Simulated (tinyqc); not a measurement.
Charge control and current of a heterostructure field-effect transistor: one step, computed by the program tinyqc.

Two subbands in a triangular well; E_F is counted from the conduction band edge of the channel at the interface.

Problem. Threshold and barrier capacitance. Threshold V_T = phi_B - dE_c - sigma d/(eps eps_0) (in volts); C_b = eps eps_0/d.

Inputs (values chosen for the exercise, modelled on AlGaN/GaN):
```
quantity                                  value    unit
permittivity eps (barrier and channel)     9.25       -
barrier thickness d                          30      nm
Schottky barrier phi_B                      1.1      eV
conduction band offset dE_c                0.48      eV
polarisation charge sigma/e             1.8e+13  1/cm^2
```

Charge source: polarisation. Velocity law: smooth.

Constants: e = 1.602176634e-19 C; eps_0 = 8.8541878128e-12 F/m.

Give: threshold voltage V_T; barrier capacitance C_b.

Solution.

threshold voltage V_T = -9.9436 V

barrier capacitance C_b = 0.27300 microfarad/cm^2

The device is normally on.
